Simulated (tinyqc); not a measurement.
Trap density from one capacitance.

Inverse problem. Traps spread evenly through the insulator exchange electrons with the semiconductor by tunnelling, with tau(x) = t0 exp(2 ka x) at depth x from the interface. The admittance per area Y seen at depth x obeys dY/dx = -Y^2/(i w eps0 eox) + q Nb ln(1 + i w tau)/tau, with Y(0) = i w Cs and w = 2 pi f; the gate sees Y(tox) = G + i w C. Working variable y = Y/(i w), in uF/cm^2. Cox = eps0 eox/tox. Find Nb and G/w.

Parameters, values chosen for the exercise:
```
symbol,value,unit,meaning
eox,19.1,,relative permittivity of the insulator
tox,4.8,nm,insulator thickness
Cs,4.7,uF/cm^2,semiconductor capacitance in accumulation
ka,5,1/nm,decay constant of the wave function in the insulator
t0,3e-9,s,time constant of a trap at the interface
f,1e6,Hz,frequency
```

Constants: q = 1.602176634e-19 C, eps0 = 8.8541878128e-14 F/cm where lengths are in cm. Results are converted to the units shown.

C = 2.2388721 uF/cm^2

Answer. C rises steadily with Nb, so one density matches; in practice ka and t0 must come from the frequency dependence.

Nb = 1.500e20 cm^-3 eV^-1
G/w = 0.07021 uF/cm^2

Numbers from tinyqc (`OMP_NUM_THREADS=1 python tinyqc.py 2202217 2202218 out.jsonl`; about 0.4 s on one thread of a shared Intel Xeon 2.30GHz).
